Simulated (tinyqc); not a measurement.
RKS/PBE0 in the sto-3g basis, for BeH2, spin multiplicity 1, step by step (part 2 of 2). Computed by tinyqc, a small Python program that keeps every step (integrals from PySCF). Command: `OMP_NUM_THREADS=1 python tinyqc.py 24250 24251 out.jsonl` (the two numbers bound the seeds that draw the settings). One thread of a shared host (Intel(R) Xeon(R) Processor @ 2.60GHz), about 1 s of CPU time with the checks.

Geometry (angstrom):
```
atom         x          y         z
Be    0.000000   0.000000  0.000000
H     0.000000   1.713000  0.000000
H     0.000000  -1.713000  0.000000
```

## Iteration 2: DIIS over 2 matrices

error matrix X^T (FDS - SDF) X:
```
[[0.000000, -0.003228, 0.000000, 0.000000, 0.000000, 0.004285, 0.004285],
 [0.003228, 0.000000, 0.000000, 0.000000, 0.000000, 0.012267, 0.012267],
 [0.000000, 0.000000, 0.000000, 0.000000, 0.000081, 0.000000, 0.000000],
 [0.000000, 0.000000, 0.000000, 0.000000, 0.000000, -0.141608, 0.141608],
 [0.000000, 0.000000, -0.000081, 0.000000, 0.000000, 0.000000, 0.000000],
 [-0.004285, -0.012267, 0.000000, 0.141608, 0.000000, 0.000000, 0.000000],
 [-0.004285, -0.012267, 0.000000, -0.141608, 0.000000, 0.000000, 0.000000]]
```

B (overlaps of the stored error matrices):
```
[[1.7980709e-02, 1.4669788e-02],
 [1.4669788e-02, 8.0907755e-02]]
```

Minimise |sum c_i e_i|^2 with sum c_i = 1: solve [B -1; -1 0][c; lambda] = [0; -1] with B_ij = tr e_i^T e_j, and take F = sum c_i F_i.

DIIS coefficients: [0.952394, 0.047606]

extrapolated F (hartree), order 1Be 1s, 1Be 2s, 1Be 2px, 1Be 2py, 1Be 2pz, 2H 1s, 3H 1s:
```
[[-6.258694, -1.537205, 0.000000, 0.000000, 0.000000, -0.184159, -0.184159],
 [-1.537205, -0.917864, 0.000000, 0.000000, 0.000000, -0.210780, -0.210780],
 [0.000000, 0.000000, -0.530460, 0.000000, 0.004258, 0.000000, 0.000000],
 [0.000000, 0.000000, 0.000000, -0.433240, 0.000000, -0.168202, 0.168202],
 [0.000000, 0.000000, 0.004258, 0.000000, -0.436434, 0.000000, 0.000000],
 [-0.184159, -0.210780, 0.000000, -0.168202, 0.000000, 0.004360, -0.014355],
 [-0.184159, -0.210780, 0.000000, 0.168202, 0.000000, -0.014355, 0.004360]]
```

## Iteration 2: diagonalisation and new density

X, order 1Be 1s, 1Be 2s, 1Be 2px, 1Be 2py, 1Be 2pz, 2H 1s, 3H 1s:
```
[[1.028346, -0.147791, 0.000000, 0.000000, 0.000000, 0.020181, 0.020181],
 [-0.147791, 1.122712, 0.000000, 0.000000, 0.000000, -0.188794, -0.188794],
 [0.000000, 0.000000, 1.000000, 0.000000, 0.000000, 0.000000, 0.000000],
 [0.000000, 0.000000, 0.000000, 1.165786, 0.000000, -0.261657, 0.261657],
 [0.000000, 0.000000, 0.000000, 0.000000, 1.000000, 0.000000, 0.000000],
 [0.020181, -0.188794, 0.000000, -0.261657, 0.000000, 1.129193, -0.041192],
 [0.020181, -0.188794, 0.000000, 0.261657, 0.000000, -0.041192, 1.129193]]
```

D after iteration 1, order 1Be 1s, 1Be 2s, 1Be 2px, 1Be 2py, 1Be 2pz, 2H 1s, 3H 1s:
```
[[1.082511, -0.338278, 0.000000, 0.000000, 0.000000, 0.082335, 0.082335],
 [-0.338278, 1.419899, 0.000000, 0.000000, 0.000000, -0.471394, -0.471394],
 [0.000000, 0.000000, 1.996232, 0.000000, -0.086645, 0.000000, 0.000000],
 [0.000000, 0.000000, 0.000000, 0.419838, 0.000000, -0.561539, 0.561539],
 [0.000000, 0.000000, -0.086645, 0.000000, 0.003768, 0.000000, 0.000000],
 [0.082335, -0.471394, 0.000000, -0.561539, 0.000000, 1.379931, -0.122203],
 [0.082335, -0.471394, 0.000000, 0.561539, 0.000000, -0.122203, 1.379931]]
```

overlap S, order 1Be 1s, 1Be 2s, 1Be 2px, 1Be 2py, 1Be 2pz, 2H 1s, 3H 1s:
```
[[1.000000, 0.259517, 0.000000, 0.000000, 0.000000, 0.030638, 0.030638],
 [0.259517, 1.000000, 0.000000, 0.000000, 0.000000, 0.320125, 0.320125],
 [0.000000, 0.000000, 1.000000, 0.000000, 0.000000, 0.000000, 0.000000],
 [0.000000, 0.000000, 0.000000, 1.000000, 0.000000, 0.405697, -0.405697],
 [0.000000, 0.000000, 0.000000, 0.000000, 1.000000, 0.000000, 0.000000],
 [0.030638, 0.320125, 0.000000, 0.405697, 0.000000, 1.000000, 0.007132],
 [0.030638, 0.320125, 0.000000, -0.405697, 0.000000, 0.007132, 1.000000]]
```

Diagonalise F' = X^T F X, C = X C', fill 3 alpha and 3 beta electrons from the bottom; D = 2 C_occ C_occ^T; the new density keeps 0.5 of the old one (damping). Each column has its largest component positive (the first on a tie).

F' = X^T F X (hartree):
```
[[-6.184125, -0.653468, 0.000000, 0.000000, 0.000000, -0.023387, -0.023387],
 [-0.653468, -0.626084, 0.000000, 0.000000, 0.000000, -0.103929, -0.103929],
 [0.000000, 0.000000, -0.530460, 0.000000, 0.004258, 0.000000, 0.000000],
 [0.000000, 0.000000, 0.000000, -0.381005, 0.000000, -0.126107, 0.126107],
 [0.000000, 0.000000, 0.004258, 0.000000, -0.436434, 0.000000, 0.000000],
 [-0.023387, -0.103929, 0.000000, -0.126107, 0.000000, 0.135214, -0.037139],
 [-0.023387, -0.103929, 0.000000, 0.126107, 0.000000, -0.037139, 0.135214]]
```

orbital energies (hartree): [-6.260310, -0.580082, -0.530652, -0.436241, -0.433502, 0.128259, 0.224850]

coefficients C, order 1Be 1s, 1Be 2s, 1Be 2px, 1Be 2py, 1Be 2pz, 2H 1s, 3H 1s:
```
[[1.004611, -0.255604, 0.000000, 0.000000, 0.000000, 0.074679, 0.000000],
 [-0.019322, 1.053472, 0.000000, 0.000000, 0.000000, -0.493391, 0.000000],
 [0.000000, 0.000000, 0.998980, 0.045150, 0.000000, 0.000000, 0.000000],
 [0.000000, 0.000000, 0.000000, 0.000000, 1.013847, 0.000000, -0.684178],
 [0.000000, 0.000000, -0.045150, 0.998980, 0.000000, 0.000000, 0.000000],
 [0.004285, -0.028050, 0.000000, 0.000000, -0.017311, 0.791908, 0.867794],
 [0.004285, -0.028050, 0.000000, 0.000000, 0.017311, 0.791908, -0.867794]]
```

D after iteration 2, order 1Be 1s, 1Be 2s, 1Be 2px, 1Be 2py, 1Be 2pz, 2H 1s, 3H 1s:
```
[[1.615832, -0.457821, 0.000000, 0.000000, 0.000000, 0.052641, 0.052641],
 [-0.457821, 1.820125, 0.000000, 0.000000, 0.000000, -0.265329, -0.265329],
 [0.000000, 0.000000, 1.996078, 0.000000, -0.088426, 0.000000, 0.000000],
 [0.000000, 0.000000, 0.000000, 0.209919, 0.000000, -0.280770, 0.280770],
 [0.000000, 0.000000, -0.088426, 0.000000, 0.003922, 0.000000, 0.000000],
 [0.052641, -0.265329, 0.000000, -0.280770, 0.000000, 0.690770, -0.060296],
 [0.052641, -0.265329, 0.000000, 0.280770, 0.000000, -0.060296, 0.690770]]
```

## Iteration 38 (converged): orbitals

converged F (hartree), order 1Be 1s, 1Be 2s, 1Be 2px, 1Be 2py, 1Be 2pz, 2H 1s, 3H 1s:
```
[[-3.916638, -1.145256, 0.000000, 0.000000, 0.000000, -0.139763, -0.139763],
 [-1.145256, -0.511037, 0.000000, 0.000000, 0.000000, -0.205650, -0.205650],
 [0.000000, 0.000000, 0.054400, 0.000000, 0.000000, 0.000000, 0.000000],
 [0.000000, 0.000000, 0.000000, -0.069411, 0.000000, -0.188039, 0.188039],
 [0.000000, 0.000000, 0.000000, 0.000000, 0.054400, 0.000000, 0.000000],
 [-0.139763, -0.205650, 0.000000, -0.188039, 0.000000, -0.148874, -0.007277],
 [-0.139763, -0.205650, 0.000000, 0.188039, 0.000000, -0.007277, -0.148874]]
```

Diagonalise F' = X^T F X, C = X C', fill 3 alpha and 3 beta electrons from the bottom; D = 2 C_occ C_occ^T. Each column has its largest component positive (the first on a tie).

F' = X^T F X (hartree):
```
[[-3.814155, -0.631710, 0.000000, 0.000000, 0.000000, 0.004940, 0.004940],
 [-0.631710, -0.202013, 0.000000, 0.000000, 0.000000, -0.148153, -0.148153],
 [0.000000, 0.000000, 0.054400, 0.000000, 0.000000, 0.000000, 0.000000],
 [0.000000, 0.000000, 0.000000, 0.115712, 0.000000, -0.217776, 0.217776],
 [0.000000, 0.000000, 0.000000, 0.000000, 0.054400, 0.000000, 0.000000],
 [0.004940, -0.148153, 0.000000, -0.217776, 0.000000, -0.011719, -0.038596],
 [0.004940, -0.148153, 0.000000, 0.217776, 0.000000, -0.038596, -0.011719]]
```

orbital energies (hartree): [-3.921650, -0.281337, -0.239875, 0.054400, 0.054400, 0.136504, 0.382463]

coefficients C, order 1Be 1s, 1Be 2s, 1Be 2px, 1Be 2py, 1Be 2pz, 2H 1s, 3H 1s:
```
[[0.989138, -0.222527, 0.000000, 0.000000, 0.000000, -0.228565, 0.000000],
 [0.040782, 0.663156, 0.000000, 0.000000, 0.000000, 0.955077, 0.000000],
 [0.000000, 0.000000, 0.000000, 0.999080, 0.042879, 0.000000, 0.000000],
 [0.000000, 0.000000, 0.483526, 0.000000, 0.000000, 0.000000, 1.123471],
 [0.000000, 0.000000, 0.000000, -0.042879, 0.999080, 0.000000, 0.000000],
 [-0.006172, 0.373210, 0.454261, 0.000000, 0.000000, -0.698999, -0.739603],
 [-0.006172, 0.373210, -0.454261, 0.000000, 0.000000, -0.698999, 0.739603]]
```

D after iteration 38, order 1Be 1s, 1Be 2s, 1Be 2px, 1Be 2py, 1Be 2pz, 2H 1s, 3H 1s:
```
[[2.055823, -0.214462, 0.000000, 0.000000, 0.000000, -0.178308, -0.178308],
 [-0.214462, 0.882878, 0.000000, 0.000000, 0.000000, 0.494490, 0.494490],
 [0.000000, 0.000000, 0.000000, 0.000000, 0.000000, 0.000000, 0.000000],
 [0.000000, 0.000000, 0.000000, 0.467596, 0.000000, 0.439294, -0.439294],
 [0.000000, 0.000000, 0.000000, 0.000000, 0.000000, 0.000000, 0.000000],
 [-0.178308, 0.494490, 0.000000, 0.439294, 0.000000, 0.691353, -0.134057],
 [-0.178308, 0.494490, 0.000000, -0.439294, 0.000000, -0.134057, 0.691353]]
```

Within a degenerate level the vectors are fixed only up to a rotation; this is one choice.

## Convergence

Stop when the energy changes by less than 1e-08 hartree and every element of the error matrix X^T (F D S - S D F) X is below 3e-05.

Course of the cycle:
```
iteration   E (hartree)     change  largest element of the error matrix
1           -3.73107934          -                             6.39e-02
2          -10.19521359  -6.46e+00                             1.42e-01
3          -12.60596597  -2.41e+00                             1.18e-01
4          -13.57178779  -9.66e-01                             1.95e-01
5          -14.00968528  -4.38e-01                             2.38e-01
6          -14.21478978  -2.05e-01                             2.59e-01
7          -14.48683798  -2.72e-01                             2.82e-01
8          -14.83182736  -3.45e-01                             3.38e-01
9          -15.01116246  -1.79e-01                             3.73e-01
10         -15.12578079  -1.15e-01                             3.77e-01
11         -15.21191131  -8.61e-02                             3.67e-01
12         -15.37416007  -1.62e-01                             2.69e-01
13         -15.49668785  -1.23e-01                             1.07e-01
14         -15.50231765  -5.63e-03                             6.31e-02
...                 ...        ...                                  ...
25         -15.58077318  -4.99e-05                             1.66e-04
26         -15.58079809  -2.49e-05                             8.32e-05
27         -15.58081055  -1.25e-05                             4.16e-05
28         -15.58081677  -6.22e-06                             2.08e-05
29         -15.58081988  -3.11e-06                             1.04e-05
30         -15.58082144  -1.56e-06                             5.20e-06
31         -15.58082221  -7.78e-07                             2.60e-06
32         -15.58082260  -3.89e-07                             1.30e-06
33         -15.58082280  -1.94e-07                             6.50e-07
34         -15.58082290  -9.72e-08                             3.25e-07
35         -15.58082294  -4.86e-08                             1.62e-07
36         -15.58082297  -2.43e-08                             8.12e-08
37         -15.58082298  -1.22e-08                             4.06e-08
38         -15.58082299  -6.08e-09                             2.03e-08
```

PySCF RKS in the same basis, fine grid = -15.58704471 hartree

Converged in 38 iterations. The coarse grid moves the energy by +6.22e-03 hartree.

## Populations, bond orders and dipole

Mulliken: Z minus the diagonal of D S on the atom; Loewdin: the same with S^(1/2) D S^(1/2); Mayer order: 2 sum_s sum (D(s) S)_ij (D(s) S)_ji over the two atoms.

Charges (e):
```
atom   Mulliken    Loewdin
1Be    0.042906   0.036030
2H    -0.021453  -0.018015
3H    -0.021453  -0.018015
```

Mayer bond orders:
```
pair     order
2-1   0.975666
3-1   0.975666
3-2   0.023874
```

dipole moment about the origin, x y z (debye): [0.000000, 0.000000, 0.000000]
